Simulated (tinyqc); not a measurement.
Worked calculation: UKS/BLYP in the sto-3g basis, for Be+, spin multiplicity 2. One step of it, computed by the program tinyqc.

Question. Iteration 2: building the Kohn-Sham matrix. J_ij = sum D_kl (ij|kl) with D = D(alpha) + D(beta); F = H + J + V_xc; E = tr D H + tr D J / 2 + E_xc + E_nn.

D(alpha) after iteration 1:
```
            1Be 1s     1Be 2s   1Be 2px   1Be 2py   1Be 2pz
1Be 1s    1.076449  -0.275639  0.000000  0.000000  0.000000
1Be 2s   -0.275639   1.066618  0.000000  0.000000  0.000000
1Be 2px   0.000000   0.000000  0.000000  0.000000  0.000000
1Be 2py   0.000000   0.000000  0.000000  0.000000  0.000000
1Be 2pz   0.000000   0.000000  0.000000  0.000000  0.000000
```

D(beta) after iteration 1:
```
            1Be 1s     1Be 2s   1Be 2px   1Be 2py   1Be 2pz
1Be 1s    0.765783  -0.060062  0.000000  0.000000  0.000000
1Be 2s   -0.060062   0.265391  0.000000  0.000000  0.000000
1Be 2px   0.000000   0.000000  0.000000  0.000000  0.000000
1Be 2py   0.000000   0.000000  0.000000  0.000000  0.000000
1Be 2pz   0.000000   0.000000  0.000000  0.000000  0.000000
```

core Hamiltonian H = T + V (hartree):
```
            1Be 1s     1Be 2s    1Be 2px    1Be 2py    1Be 2pz
1Be 1s   -7.867117  -1.932258   0.000000   0.000000   0.000000
1Be 2s   -1.932258  -2.102157   0.000000   0.000000   0.000000
1Be 2px   0.000000   0.000000  -1.634157   0.000000   0.000000
1Be 2py   0.000000   0.000000   0.000000  -1.634157   0.000000
1Be 2pz   0.000000   0.000000   0.000000   0.000000  -1.634157
```

Two-electron integrals (ij|kl) in chemists' order, unique and non-zero (hartree):
```
(11|11) 2.298831   (21|11) 0.392036   (21|21) 0.079539   (22|11) 0.570988
(22|21) 0.143041   (22|22) 0.417683   (31|31) 0.014607   (32|31) 0.021888
(32|32) 0.092265   (33|11) 0.569578   (33|21) 0.143083   (33|22) 0.417589
(33|33) 0.449859   (41|41) 0.014607   (42|41) 0.021888   (42|42) 0.092265
(43|43) 0.024249   (44|11) 0.569578   (44|21) 0.143083   (44|22) 0.417589
(44|33) 0.401360   (44|44) 0.449859   (51|51) 0.014607   (52|51) 0.021888
(52|52) 0.092265   (53|53) 0.024249   (54|54) 0.024249   (55|11) 0.569578
(55|21) 0.143083   (55|22) 0.417589   (55|33) 0.401360   (55|44) 0.401360
(55|55) 0.449859
```

nuclear repulsion = 0 hartree

V_xc(alpha) (hartree):
```
            1Be 1s     1Be 2s    1Be 2px    1Be 2py    1Be 2pz
1Be 1s   -1.534117  -0.214798   0.000000   0.000000   0.000000
1Be 2s   -0.214798  -0.288589   0.000000   0.000000   0.000000
1Be 2px   0.000000   0.000000  -0.284846   0.000000   0.000000
1Be 2py   0.000000   0.000000   0.000000  -0.284846   0.000000
1Be 2pz   0.000000   0.000000   0.000000   0.000000  -0.284846
```

V_xc(beta) (hartree):
```
            1Be 1s     1Be 2s    1Be 2px    1Be 2py    1Be 2pz
1Be 1s   -1.407169  -0.197240   0.000000   0.000000   0.000000
1Be 2s   -0.197240  -0.245474   0.000000   0.000000   0.000000
1Be 2px   0.000000   0.000000  -0.242038   0.000000   0.000000
1Be 2py   0.000000   0.000000   0.000000  -0.242038   0.000000
1Be 2pz   0.000000   0.000000   0.000000   0.000000  -0.242038
```

E_xc = sum of w rho eps_xc = -2.33110443 hartree

Give: Coulomb J; F(alpha); F(beta); total energy of this density.

Answer.

Coulomb J (hartree):
```
         1Be 1s  1Be 2s  1Be 2px  1Be 2py  1Be 2pz
1Be 1s   4.7323  0.8594   0.0000   0.0000   0.0000
1Be 2s   0.8594  1.5122   0.0000   0.0000   0.0000
1Be 2px  0.0000  0.0000   1.5095   0.0000   0.0000
1Be 2py  0.0000  0.0000   0.0000   1.5095   0.0000
1Be 2pz  0.0000  0.0000   0.0000   0.0000   1.5095
```

F(alpha) (hartree):
```
          1Be 1s   1Be 2s  1Be 2px  1Be 2py  1Be 2pz
1Be 1s   -4.6689  -1.2877   0.0000   0.0000   0.0000
1Be 2s   -1.2877  -0.8785   0.0000   0.0000   0.0000
1Be 2px   0.0000   0.0000  -0.4095   0.0000   0.0000
1Be 2py   0.0000   0.0000   0.0000  -0.4095   0.0000
1Be 2pz   0.0000   0.0000   0.0000   0.0000  -0.4095
```

F(beta) (hartree):
```
          1Be 1s   1Be 2s  1Be 2px  1Be 2py  1Be 2pz
1Be 1s   -4.5420  -1.2701   0.0000   0.0000   0.0000
1Be 2s   -1.2701  -0.8354   0.0000   0.0000   0.0000
1Be 2px   0.0000   0.0000  -0.3667   0.0000   0.0000
1Be 2py   0.0000   0.0000   0.0000  -0.3667   0.0000
1Be 2pz   0.0000   0.0000   0.0000   0.0000  -0.3667
```

total energy of this density = -13.249251 hartree

This density is a damped mixture and is not idempotent, and it still holds part of the atomic start, so its energy may lie below the converged one.
